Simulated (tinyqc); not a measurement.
## Area and perimeter leakage from two diodes

Question. A square diode and a finger diode leak I = JA area + JP perimeter. Find JA, JP and the side of the square at which both parts are equal.

areas (um^2): 90000  37000
perimeters (um): 1200  15170
leakage currents (pA): 37.932000  17.208700

Solution. Two linear equations give JA and JP; for a square of side a, JA a^2 = 4 JP a at a = 4 JP/JA.

JA = 4.20e-8 A/cm^2
JP = 1.10e-12 A/cm
side for equal parts = 1.05 um

Program tinyqc, `OMP_NUM_THREADS=1 python tinyqc.py 2290127 2290128 out.jsonl`; Intel Xeon 2.30GHz, shared host, one thread, about 0.01 s.
